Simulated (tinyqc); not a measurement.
Worked calculation (part 2 of 2): RKS/BP86 in the sto-6g basis, for H6, spin multiplicity 1. Computed by tinyqc, a small Python program that keeps every step (integrals from PySCF). Command: `OMP_NUM_THREADS=1 python tinyqc.py 27266 27267 out.jsonl` (the two numbers bound the seeds that draw the settings). One thread of a shared host (Intel(R) Xeon(R) Processor @ 2.60GHz), about 2 s of CPU time with the checks.

Geometry (angstrom):
```
atom         x         y         z
H     0.000000  0.000000  0.000000
H     0.000000  0.000000  1.062000
H     0.000000  0.000000  2.143000
H     0.000000  0.000000  3.205000
H     0.000000  0.000000  4.286000
H     0.000000  0.000000  5.348000
```

## Convergence

Stop when the energy changes by less than 1e-10 hartree and every element of the error matrix X^T (F D S - S D F) X is below 3e-06.

Course of the cycle:
```
iteration  E (hartree)     change  largest element of the error matrix
1          -1.67987309          -                             8.97e-01
2          -2.84199291  -1.16e+00                             4.77e-01
3          -2.85285435  -1.09e-02                             5.77e-01
4          -3.35970795  -5.07e-01                             5.89e-02
5          -3.35649571   3.21e-03                             9.85e-02
6          -3.36674260  -1.02e-02                             2.13e-02
7          -3.36699687  -2.54e-04                             1.44e-02
8          -3.36726114  -2.64e-04                             4.28e-03
9          -3.36728350  -2.24e-05                             2.43e-03
10         -3.36727096   1.25e-05                             4.61e-03
11         -3.36728995  -1.90e-05                             6.81e-04
12         -3.36729048  -5.24e-07                             2.91e-04
13         -3.36729059  -1.09e-07                             1.81e-04
14         -3.36729061  -2.34e-08                             1.56e-04
15         -3.36729072  -1.12e-07                             1.44e-04
16         -3.36729063   9.21e-08                             4.25e-05
17         -3.36729063  -1.88e-09                             1.10e-05
18         -3.36729063   1.05e-10                             1.43e-05
19         -3.36729063  -2.22e-10                             7.81e-06
20         -3.36729063  -4.03e-11                             3.29e-06
21         -3.36729063  -1.20e-11                             1.25e-06
```

PySCF RKS in the same basis, fine grid = -3.36300938 hartree

Converged in 21 iterations. The coarse grid moves the energy by -4.28e-03 hartree.

## Populations, bond orders and dipole

D after iteration 21, order 1H 1s, 2H 1s, 3H 1s, 4H 1s, 5H 1s, 6H 1s:
```
[[0.747924, 0.595082, -0.162323, -0.412177, 0.042256, 0.328797],
 [0.595082, 0.646683, 0.203003, -0.126551, -0.082491, 0.042256],
 [-0.162323, 0.203003, 0.691754, 0.542813, -0.126551, -0.412177],
 [-0.412177, -0.126551, 0.542813, 0.691758, 0.203003, -0.162326],
 [0.042256, -0.082491, -0.126551, 0.203003, 0.646685, 0.595082],
 [0.328797, 0.042256, -0.412177, -0.162326, 0.595082, 0.747924]]
```

overlap S, order 1H 1s, 2H 1s, 3H 1s, 4H 1s, 5H 1s, 6H 1s:
```
[[1.000000, 0.461055, 0.095117, 0.014934, 0.001818, 0.000179],
 [0.461055, 1.000000, 0.450432, 0.095117, 0.014420, 0.001818],
 [0.095117, 0.450432, 1.000000, 0.461055, 0.095117, 0.014934],
 [0.014934, 0.095117, 0.461055, 1.000000, 0.450432, 0.095117],
 [0.001818, 0.014420, 0.095117, 0.450432, 1.000000, 0.461055],
 [0.000179, 0.001818, 0.014934, 0.095117, 0.461055, 1.000000]]
```

Mulliken: Z minus the diagonal of D S on the atom; Loewdin: the same with S^(1/2) D S^(1/2); Mayer order: 2 sum_s sum (D(s) S)_ij (D(s) S)_ji over the two atoms.

Charges (e):
```
atom   Mulliken    Loewdin
1H    -0.000831  -0.010998
2H     0.000661   0.010348
3H     0.000172   0.000653
4H     0.000168   0.000650
5H     0.000660   0.010346
6H    -0.000831  -0.010999
```

Mayer bond orders:
```
pair      order
2-1    0.754638
3-1   -0.000021
3-2    0.237233
4-1    0.150609
4-2   -0.000016
4-3    0.612193
5-1   -0.000009
5-2    0.008153
5-3   -0.000016
5-4    0.237234
6-1    0.094782
6-2   -0.000009
6-3    0.150610
6-4   -0.000021
6-5    0.754638
```

dipole moment about the origin, x y z (debye): [0.000000, 0.000000, -0.000021]
